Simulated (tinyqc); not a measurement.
How far the series holds: five-level k.p model folded onto the conduction band.

For k along z and one spin sector the level c couples to four states. With c0 = hbar^2/2m0, P = sqrt(Ep c0), P2 = sqrt(Ep2 c0): diagonal Eg + (1 + Cm) c0 k^2 for c, and 0, -Dso, E7 + D2, E7 for lh, so, G8 up, G7 up (their own dispersion is left out); couplings of c: sqrt(2/3) P k to lh, sqrt(1/3) P k to so, sqrt(2/3) P2 k to G8 up, sqrt(1/3) P2 k to G7 up (phases chosen real).

Expanding E = H_cc + S(E) about Eg in powers of k^2, with s_n = sum_j H_cj^2/(Eg - H_jj)^n: order k^2: e2 = (1 + Cm) c0 k^2 + s1; order k^4: e4 = -s2 e2; order k^6: e6 = s3 e2^2 + s2^2 e2.

Constants: hbar^2/2m0 = 3.80998211 eV angstrom^2.

Values chosen for the exercise (near those of InAs; shifted at random, so the results belong to these values and not to a real crystal): Eg = 0.422 eV (gap at Gamma to the s-like level); Dso = 0.384 eV (spin-orbit splitting); Ep = 21.3 eV (Kane energy); E7 = 4.47 eV (upper Gamma7 conduction level, from the valence top); D2 = 0.16 eV (its spin-orbit splitting, Gamma8 above Gamma7); Ep2 = 6.7 eV (Kane energy to the upper levels); Cm = -2 (remote term in 1/m).

Energies from Eg; Pk/Eg measures the coupling.

Levels (eV):
```
k (1/angstrom),Pk/Eg,to k^2,to k^4,to k^6,exact
0.0070,0.149,0.0074,0.0073,0.0073,0.0073
0.0161,0.344,0.0394,0.0358,0.0364,0.0363
0.0251,0.536,0.0956,0.0747,0.0838,0.0807
0.0341,0.728,0.1765,0.1053,0.1620,0.1346
0.0432,0.922,0.2833,0.0999,0.3342,0.1949
0.0522,1.114,0.4137,0.0226,0.7518,0.2579
0.0612,1.306,0.5686,-0.1702,1.7236,0.3227
0.0703,1.501,0.7503,-0.5361,3.8147,0.3891
```

What can be read from this table?

Within 2 % of the exact level stay: the k^2 term up to Pk/Eg = 0.15, the sum to k^4 up to Pk/Eg = 0.34, the sum to k^6 up to Pk/Eg = 0.34. In the last row the errors are +361, -925 and +3426 meV: higher orders make it worse, since the series in k^2 converges only for Pk below about Eg/2 in the two-level limit E = Eg/2 + sqrt(Eg^2/4 + P^2 k^2).

Program tinyqc; command `OMP_NUM_THREADS=1 python tinyqc.py 1051171 1051172 out.jsonl`; about 0.01 s on one thread of a shared Intel(R) Xeon(R) Processor @ 2.30GHz.
